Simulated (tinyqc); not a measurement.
AlGaN/GaN HEMT with access regions, lumped model: two steps of the calculation.

A polarisation-induced electron sheet under a Schottky gate, in series with two ungated access regions and contacts. Drift law v = mu E/(1 + mu E/vs) under the gate. Currents in mA/mm, resistances in ohm mm. No self-heating, no channel-length modulation; fits for polarisation, barrier and offset are chosen for the exercise.

Values chosen for this exercise; values close to those of AlGaN/GaN structures: aluminium share of the barrier x = 0.18; barrier thickness d = 15 nm; relative permittivity of barrier and channel eps_r = 9; channel mobility mu = 1400 cm^2/(V s); saturation velocity vs = 1.3e7 cm/s; gate length Lg = 1.5 um; source access length Ls = 0.5 um; drain access length Ld = 1.5 um; resistance of each contact Rc = 0.27 ohm mm; share of the drain-access electrons removed by traps ft = 0.15; gate voltage Vg = -1 V; drain voltage Vd = 0.5 V; critical field Ec = 3.3 MV/cm; depth over which the depleted charge spreads te = 0.37 um; insulator under the field plate tf = 100 nm; relative permittivity of that insulator ei = 7.

Constants: q = 1.602176634e-19 C, eps0 = 8.8541878128e-14 F/cm where lengths are in cm. Results are converted to the units shown.

Problem 1. Drain current. Access resistance R(L, n) = L/(q mu n sqrt(1 - (I/(q n vs))^2)); Rs = Rc + R(Ls, n0), Rd = Rc + R(Ld, (1 - ft) n0). Vg' = Vg - I Rs, Vd' = Vd - I (Rs + Rd); with u = Vg' - VT, Vc = vs Lg/mu and w the smaller of Vd' and Vc [sqrt(1 + 2 u/Vc) - 1] (0 if negative), the channel gives (mu Cb/Lg)(u w - w^2/2)/(1 + w/Vc). I(new) is that channel current.

I at the start = 80 mA/mm
VT = -2.0347511 V
Cb = 0.53125127 uF/cm^2
n0 = 6.7468474e12 cm^-2

Find: Rs; Rd; Vg'; Vd'; channel current; I after iteration 1.

Solution 1.

Rs = 0.6009 ohm mm
Rd = 1.439 ohm mm
Vg' = -1.048 V
Vd' = 0.3368 V
channel current = 110.0 mA/mm
I after iteration 1 = 110.0 mA/mm

Problem 2. On-resistance and breakdown. sigma = (5e13 x + 1.6e13 x^2) cm^-2, phiB = 0.84 + 1.3 x, dEc = 0.7 (1.71 x + x^2) in volts, Cb = eps0 eps_r/d, VT = phiB - dEc - q sigma/Cb, access density n0 = -Cb VT/q. Ron = 2 Rc + Ls/(q mu n0) + Ld/(q mu (1 - ft) n0) + Lg/(mu Cb (Vg - VT)). Off state: a depleted stretch that holds the voltage V has the peak field sqrt(k V), k = 2 q n0/(eps0 eps_r te), so one edge holds V1 = Ec^2/k. The sheet under the plate pinches off at Vf = q n0 (1/Cb + tf/(eps0 ei)); beyond it the gate edge is screened. BV = V1 if Vf >= V1, else Vf + V1, and at most Ec Ld. Specific resistance Ron (Ls + Lg + Ld); figure of merit BV^2 over it.

Find: Ron; Vf; V1; BV; specific resistance; figure of merit.

Solution 2.

Ron = 3.9856 ohm mm
Vf = 19.475 V
V1 = 148.52 V
BV = 167.99 V
specific resistance = 0.13949 mohm cm^2
figure of merit = 202.32 MW/cm^2

The plate raises BV by a factor of 1.13.

Computed by the program tinyqc: `OMP_NUM_THREADS=1 python tinyqc.py 2570123 2570124 out.jsonl`, one thread of a shared Intel Xeon 2.30GHz, about 0.01 s for the whole run.
